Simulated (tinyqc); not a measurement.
Four-band model of biased bilayer graphene near K: one step. Levels and layer polarisation. Three cases, with inputs chosen for the exercise.

Problem. Diagonalise; the weight on layer 1 is that of A1 and B1.

Give: levels; weights; weight on layer 1.

Case 1.

H (eV), rows A1, B1, A2, B2 and columns alike:
$$\begin{pmatrix}
-0.185000 & 0.224547-0.323611i & 0 & 0 \\
0.224547+0.323611i & -0.185000 & 0.416000 & 0 \\
0 & 0.416000 & 0.185000 & 0.224547-0.323611i \\
0 & 0 & 0.224547+0.323611i & 0.185000
\end{pmatrix}$$

Solution.

levels (eV): [-0.7153, -0.2004, 0.2004, 0.7153]

weights, rows A1, B1, A2, B2; columns band 1, band 2, band 3, band 4:
$$\begin{pmatrix}
0.284 & 0.353 & 0.330 & 0.032 \\
0.515 & 0.001 & 0.316 & 0.168 \\
0.168 & 0.316 & 0.001 & 0.515 \\
0.032 & 0.330 & 0.353 & 0.284
\end{pmatrix}$$

weight on layer 1: [0.800, 0.354, 0.646, 0.200]

Band 2 has 35 % of its weight on layer 1, the layer of lower potential, and band 3 has 65 %; the dimer sites hold 32 % of band 3. The filled band leans to the upper layer here: at larger k the middle bands approach two displaced cones, each still mixed over both layers by g1, and the top filled one leans to the upper layer.

Case 2.

H (eV), rows A1, B1, A2, B2 and columns alike:
$$\begin{pmatrix}
-0.040000 & 0.297386-0.164511i & 0 & 0 \\
0.297386+0.164511i & -0.040000 & 0.336000 & 0 \\
0 & 0.336000 & 0.040000 & 0.297386-0.164511i \\
0 & 0 & 0.297386+0.164511i & 0.040000
\end{pmatrix}$$

Solution.

levels (eV): [-0.5512, -0.2081, 0.2081, 0.5512]

weights, rows A1, B1, A2, B2; columns band 1, band 2, band 3, band 4:
$$\begin{pmatrix}
0.184 & 0.342 & 0.375 & 0.099 \\
0.417 & 0.084 & 0.200 & 0.300 \\
0.300 & 0.200 & 0.084 & 0.417 \\
0.099 & 0.375 & 0.342 & 0.184
\end{pmatrix}$$

weight on layer 1: [0.601, 0.426, 0.574, 0.399]

Band 2 has 43 % of its weight on layer 1, the layer of lower potential, and band 3 has 57 %; the dimer sites hold 28 % of band 3. The filled band leans to the upper layer here: at larger k the middle bands approach two displaced cones, each still mixed over both layers by g1, and the top filled one leans to the upper layer.

Case 3.

H (eV), rows A1, B1, A2, B2 and columns alike:
$$\begin{pmatrix}
-0.120000 & 0.285817-0.106351i & 0 & 0 \\
0.285817+0.106351i & -0.120000 & 0.367000 & 0 \\
0 & 0.367000 & 0.120000 & 0.285817-0.106351i \\
0 & 0 & 0.285817+0.106351i & 0.120000
\end{pmatrix}$$

Solution.

levels (eV): [-0.5696, -0.1582, 0.1582, 0.5696]

weights, rows A1, B1, A2, B2; columns band 1, band 2, band 3, band 4:
$$\begin{pmatrix}
0.232 & 0.402 & 0.323 & 0.043 \\
0.504 & 0.006 & 0.269 & 0.221 \\
0.221 & 0.269 & 0.006 & 0.504 \\
0.043 & 0.323 & 0.402 & 0.232
\end{pmatrix}$$

weight on layer 1: [0.736, 0.408, 0.592, 0.264]

Band 2 has 41 % of its weight on layer 1, the layer of lower potential, and band 3 has 59 %; the dimer sites hold 28 % of band 3. The filled band leans to the upper layer here: at larger k the middle bands approach two displaced cones, each still mixed over both layers by g1, and the top filled one leans to the upper layer.

Computed by tinyqc, one run a case: `OMP_NUM_THREADS=1 python tinyqc.py N N+1 out.jsonl` with N = 1481604, 1481895, 1482129; one thread of a shared Intel(R) Xeon(R) Processor @ 2.30GHz, about 0.06 s a run at most.
